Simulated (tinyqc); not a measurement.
Phase shift across the band: Koster-Slater impurity in a tight-binding band, by Green functions and by supercells. Computed by tinyqc, a small Python program. Command: `OMP_NUM_THREADS=1 python tinyqc.py 3021384 3021385 out.jsonl kosterslater walk`. One thread of a shared host (Intel(R) Xeon(R) Processor @ 2.30GHz), about 0.03 s of CPU time with the checks.

One orbital per site, e(k) = -2 t sum cos(k_i) over 2 direction(s), band from -4 t to 4 t, lattice constant 1. One site has the extra energy U. Spin is left out.

Inputs (values chosen for the exercise, for a model band): hopping t = 1.1 eV; impurity potential U = -6.44 eV; broadening eta = 0.17 eV.

Lattice: square.

Method:
- Outside the band G0(E) = (2/(pi E)) K(m), m = 16 t^2/E^2, K the complete elliptic integral with parameter m.
- A bound state solves 1/U = G0(E).
- Bisection in ln(distance from the edge) between 1e-5 t and |U| + t. Weight on the impurity site: -1/(U^2 dG0/dE), by a central difference with step min(1e-4 t, distance/30). Decay length along an axis: 1/arccosh(1 + distance/(2 t)).
- Inside the band G0(z), z = E + i eta, comes from the chain form 1/(sqrt(y - 2t) sqrt(y + 2t)) (principal roots) at y = z + 2 t cos k, averaged over k in (0, pi) with 200 Gauss-Legendre points.
- delta/pi = -arg(1 - U G0)/pi counts the states added below E (Friedel); host DOS = -Im G0/pi, DOS on the impurity = -Im[G0/(1 - U G0)]/pi; 13 evenly spaced energies from -(band edge + |U| + 2t) to +(band edge + |U| + 2t).

distance from the band edge = 2.81081 eV

level E_b = -7.21081 eV

Across the spectrum:
```
E (eV)   Re G0 (1/eV)  host DOS (1/eV)  DOS on the impurity (1/eV)  delta/pi
-13.040      -0.07901          0.00035                    0.001444   0.00457
-10.867      -0.09616          0.00052                    0.003617   0.00887
-8.693       -0.12362          0.00090                    0.021416   0.02826
-6.520       -0.17724          0.00204                    0.093949   0.90968
-4.347       -0.38151          0.04535                    0.015297   0.82111
-2.173       -0.23310          0.09874                    0.023277   0.57825
0.000         0.00000          0.21363                    0.010855   0.42763
2.173         0.23310          0.09874                    0.009636   0.21452
4.347         0.38151          0.04535                    0.003545   0.08257
6.520         0.17724          0.00204                    0.000444   0.00613
8.693         0.12362          0.00090                    0.000278   0.00322
10.867        0.09616          0.00052                    0.000200   0.00209
13.040        0.07901          0.00035                    0.000153   0.00149
```

delta/pi starts and ends near zero (+0.005 and +0.001): the impurity moves states but creates none. delta/pi rises at the bound state below the band (-7.211 eV), reaches 0.91 among these rows (1 in the limit of small eta, just above the level) and is paid back by the top of the band.

Extremes, crossings and ranges named in words are read from the listed rows.
